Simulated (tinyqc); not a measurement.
Heavy and light holes: cyclotron masses of warped hole bands.

Parameters, chosen for this exercise (near those of Ge; not measured data): g1 = 13.49 (Luttinger gamma1); g2 = 4.24 (gamma2); g3 = 5.76 (gamma3); ths = (0, 10, 25, 35, 55, 70, 90) degrees (angles).

E = c k^2 f(n) with f = g1 -/+ 2 sqrt(g2^2 + 3 (g3^2 - g2^2)(nx^2 ny^2 + ny^2 nz^2 + nz^2 nx^2)). For the orbit through k = 0 perpendicular to b = (sin(theta)/sqrt2, sin(theta)/sqrt2, cos(theta)), mc is the mean of 1/f over the directions n in that plane (180 evenly spaced angles). Quantum effects of the lowest levels are left out.

Cyclotron masses (m0):

| theta (degrees) | heavy | light |
|---|---|---|
| 0 | 0.2771 | 0.0432 |
| 25 | 0.3217 | 0.0422 |
| 35 | 0.3525 | 0.0416 |
| 55 | 0.3774 | 0.0411 |
| 70 | 0.3739 | 0.0413 |
| 90 | 0.3714 | 0.0417 |

Give the missing row, theta (degrees) = 10.

Computed row:
```
theta (degrees)   heavy   light
10               0.2847  0.0430
```

The heavy mass varies by 36 % over the table, with its largest listed value at 55 degrees ([111] lies at 54.7) and its smallest at 0; the light mass varies by 5.1 %. The warping term enters both with the same size, but it is set against a small inverse mass in one and a large one in the other (along [111], g1 - 2 g3 = 1.97 and g1 + 2 g3 = 25.01).

Computed by tinyqc, a small Python program: `OMP_NUM_THREADS=1 python tinyqc.py 1251196 1251197 out.jsonl` (the numbers bound the seed that draws the inputs); one thread of a shared host (Intel(R) Xeon(R) Processor @ 2.30GHz), about 0.01 s for the whole set of steps.
